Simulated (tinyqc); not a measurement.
Starting guesses with DIIS over 6 matrices: SCF starting guesses in the 6-31g basis, for H3+, spin multiplicity 1. Computed by the program tinyqc with PySCF. Command: `OMP_NUM_THREADS=1 python tinyqc.py 113405 113406 out.jsonl`; one thread of a shared host (Intel(R) Xeon(R) Processor @ 2.60GHz), about 0.4 s.

Geometry (angstrom):
```
atom       x       y       z
H     0.0000  0.0000  0.0000
H     0.0000  0.0000  0.7810
H     0.0000  0.7440  0.3900
```

lowest restricted solution found by these runs and by PySCF = -1.272588 hartree

RHF with one setting changed at a time; a run stops when the energy changes by less than 1e-09 hartree and the error matrix is below 1e-5. Starts: the lowest orbitals of the core Hamiltonian, of the Wolfsberg-Helmholz matrix (K = 1.75), projected atomic densities, random orbitals, and the highest orbitals of the core Hamiltonian (a deliberately bad start).

Largest element of the error matrix X^T (FDS - SDF) X:
```
iteration     core  Wolfsberg-Helmholz  atomic densities   random  highest core orbitals
1          9.2e-02             1.6e-01           1.7e-01  7.8e-01                1.3e-01
2          1.6e-02             2.6e-02           3.1e-02  1.1e-01                1.5e-01
3          2.5e-04             4.4e-04           7.3e-04  1.6e-02                6.8e-02
4          1.9e-05             6.8e-05           3.4e-05  6.6e-04                1.7e-03
5          1.4e-07             4.7e-06           6.7e-07  4.6e-05                1.8e-04
6          6.1e-09             9.9e-09           9.1e-08  3.7e-06                7.7e-06
```

How each run ends:
```
run                    iterations  E (hartree)         state
core                            6    -1.272588  lowest found
Wolfsberg-Helmholz              6    -1.272588  lowest found
atomic densities                6    -1.272588  lowest found
random                          7    -1.272588  lowest found
highest core orbitals           7    -1.272588  lowest found
```

5 of 5 runs reach the lowest restricted solution found, in 6 to 7 iterations (fastest: core, Wolfsberg-Helmholz, atomic densities). The first errors are 9e-02, 2e-01, 2e-01, 8e-01, 1e-01.
